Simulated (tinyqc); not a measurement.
Estimate of lattice thermal conductivity from elastic moduli (Slack, Klemens and Cahill formulas): one step, computed by the program tinyqc.

An isotropic solid.

Question. Velocities, Poisson ratio and Debye temperature. rho = M/V; vL = sqrt((B + 4G/3)/rho), vT = sqrt(G/rho); v_m = [(vL^-3 + 2 vT^-3)/3]^(-1/3); Poisson ratio sigma = (3B - 2G)/(6B + 2G); Theta = hbar v_m (6 pi^2/V)^(1/3)/k_B.

Inputs (values chosen for the exercise, for a model crystal):
```
quantity            value        unit
bulk modulus B       26.4         GPa
shear modulus G      11.1         GPa
volume per atom V    33.1  angstrom^3
mean atomic mass M    167           u
```

Grueneisen parameter: from the Poisson ratio.

Constants: u = 1.6605390666e-27 kg; hbar = 1.054571817e-34 J s; k_B = 1.380649e-23 J/K.

Give: density rho; vL; vT; v_m; Poisson ratio sigma; Debye temperature Theta.

Answer.

density rho = 8378 kg/m^3

vL = 2218 m/s

vT = 1151 m/s

v_m = 1288 m/s

Poisson ratio sigma = 0.3156

Debye temperature Theta = 119.5 K
